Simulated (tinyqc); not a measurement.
# Scale length and length offset from two DIBL values

Problem. DIBL = exp(-Le/(2 l)) + 2 exp(-Le/l) with Le = L - dL. Find l, dL and the drawn length for a DIBL of 100 mV/V.

DIBL at drawn lengths 55 and 79 nm (mV/V): 64.083323  16.549289

Solution. With e = exp(-Le/(2 l)), 2 e^2 + e = DIBL gives e and so Le/l at each length; Le/l is a straight line in L with slope 1/l.

l = 9.400 nm
dL = 1.300 nm
length for 100 mV/V = 47.55 nm

Computed by the program tinyqc: `OMP_NUM_THREADS=1 python tinyqc.py 2002099 2002100 out.jsonl`, one thread of a shared Intel Xeon 2.30GHz, about 0.01 s for the whole run.
